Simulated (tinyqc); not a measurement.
Deep level with several charge states, and Shockley-Read-Hall recombination: one step. Recombination through one level. Two cases, with inputs chosen for the exercise.

Problem. Evaluate each quantity.

One level at Et with degeneracy 1: tn = 1/(sn vth Nt), tp = 1/(sp_ vth Nt), n1 = Nc exp((Et - Eg)/kT), p1 = Nv exp(-Et/kT), ni^2 = n1 p1. Equilibrium p0 = Nm, n0 = ni^2/Nm; n = n0 + dn, p = p0 + dn. U = (n p - ni^2)/(tp (n + n1) + tn (p + p1)), lifetime dn/U; emission rates en = sn vth n1, ep = sp_ vth p1.

Constants: kB = 8.617333262e-05 eV/K.

Case 1.

Values chosen (gap and densities of states near those of GaAs at this temperature; shifted at random, so the results belong to these values and not to a real crystal): Eg = 1.431 eV (gap); Nc = 4.41e+17 1/cm^3 (conduction-band density of states); Nv = 9.39e+18 1/cm^3 (valence-band density of states); T = 300 K; Et = 0.479 eV (recombination level above Ev); Nt = 1.4e+15 1/cm^3 (defects); sn = 2.2e-14 cm^2 (electron capture cross-section); sp_ = 7.7e-16 cm^2 (hole capture cross-section); vth = 22000000 cm/s (thermal velocity, both carriers); Nm = 4.8e+16 1/cm^3 (equilibrium holes for the lifetime steps); dn = 6.5e+12 1/cm^3 (excess pairs).

Case 2.

Values chosen (gap and densities of states near those of Si at this temperature; shifted at random, so the results belong to these values and not to a real crystal): Eg = 1.122 eV (gap); Nc = 2.73e+19 1/cm^3 (conduction-band density of states); Nv = 1.15e+19 1/cm^3 (valence-band density of states); T = 300 K; Et = 0.463 eV (recombination level above Ev); Nt = 1.1e+15 1/cm^3 (defects); sn = 9.9e-16 cm^2 (electron capture cross-section); sp_ = 3.9e-14 cm^2 (hole capture cross-section); vth = 17000000 cm/s (thermal velocity, both carriers); Nm = 1.1e+16 1/cm^3 (equilibrium holes for the lifetime steps); dn = 1.2e+15 1/cm^3 (excess pairs).

Give: tn, tp; n1, p1; U; lifetime.

Solution.

Case 1.

tn, tp (microsecond): 0.001476  0.04217

n1, p1 (1/cm^3): 44.8  8.43e+10

U = 4.39e+21 1/(cm^3 s)
lifetime = 0.00148 microsecond

The lifetime is 1.004 times the minority capture time tn and 0.0339 times tn + tp, the limit of high injection.

Case 2.

tn, tp (microsecond): 0.05402  0.001371

n1, p1 (1/cm^3): 2.32e+08  1.92e+11

U = 2.22e+22 1/(cm^3 s)
lifetime = 0.0542 microsecond

The lifetime is 1.003 times the minority capture time tn and 0.978 times tn + tp, the limit of high injection.

Computed by tinyqc, one run a case: `OMP_NUM_THREADS=1 python tinyqc.py N N+1 out.jsonl` with N = 1651682, 1651903; one thread of a shared Intel(R) Xeon(R) Processor @ 2.30GHz, about 0.01 s a run at most.
